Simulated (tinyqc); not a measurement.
From critical product (j L)_c back to effective charge number Z*: electromigration in a confined line: Blech product, Korhonen stress evolution and Black's law. Computed by tinyqc, a small Python program. Command: `OMP_NUM_THREADS=1 python tinyqc.py 3010721 3010722 out.jsonl emigr inv`. One thread of a shared host (Intel(R) Xeon(R) Processor @ 2.30GHz), about 0.01 s of CPU time with the checks.

The electron wind pushes atoms from the cathode (x = 0) to the anode (x = L); blocking ends build a back stress (tension positive). The input rho is taken not to change with temperature. d sigma/dt = d/dx [kappa (d sigma/dx + G)], with zero flux at both ends and sigma = 0 at t = 0.

Inputs (values chosen for the exercise, close to those used for cobalt lines):
```
quantity                 value          unit
resistivity rho           11.3  micro-ohm cm
atomic volume Omega       11.1    angstrom^3
prefactor D0             9e-07         m^2/s
activation energy E        1.3            eV
effective modulus B         58           GPa
critical stress sigma_c    420           MPa
current density j         0.51       MA/cm^2
line length L              130            um
test temperature T         270             C
```

Start: stress-free.

Constants: e = 1.602176634e-19 C; k_B = 8.617333262e-05 eV/K; k_B = 1.380649e-23 J/K.

Method:
- G = Z* e rho j/Omega; D = D0 exp(-E/(k_B T)); kappa = D B Omega/(k_B T); drift velocity of an unconfined line v = D Z* e rho j/(k_B T). SI: 1 micro-ohm cm = 1e-8 ohm m, 1 MA/cm^2 = 1e10 A/m^2.
- Temperatures in kelvin are T(C) + 273.15.
- At steady state sigma(x) = G (L/2 - x). A void forms only if the cathode stress reaches sigma_c, that is if j L exceeds (j L)_c = 2 Omega (sigma_c)/(Z* e rho). Time scale tau = L^2/kappa.

Question. A run gave the result below. Find the effective charge number Z*, known to lie between 2.7 and 4.1.

critical product (j L)_c = 1698.013 A/cm

Answer.

Each step takes the trial c = (a f_b - b f_a)/(f_b - f_a), f being the result less the target and a, b, c the logarithms of the listed values; c replaces end b, the old b replaces a if the sign of f changed, and otherwise f_a is halved.

Scan of the range:
```
effective charge number Z*  critical product (j L)_c (A/cm)
2.70                                                1907.43
2.89                                                1782.03
3.10                                                1661.31
3.33                                                1546.57
3.57                                                1442.60
3.82                                                1348.19
4.10                                                1256.12
```

False position (Illinois rule, in the logarithm of the input) inside the bracket:
```
step    end a    end b    trial  critical product (j L)_c (A/cm)
1     2.89000  3.10000  3.03459                          1697.12
2     2.89000  3.03459  3.03152                          1698.84
3     3.03459  3.03152  3.03300                          1698.01
4     3.03152  3.03300  3.03300                          1698.01
```

Critical product (j L)_c falls at every point of a 13-point scan of the range (every second point is shown), so one value fits; it is bracketed by 2.89 and 3.10. The scan shows a pure power law with exponent -1.0000, so scaling from any one row also gives the answer directly. Answer: effective charge number Z* = 3.033.
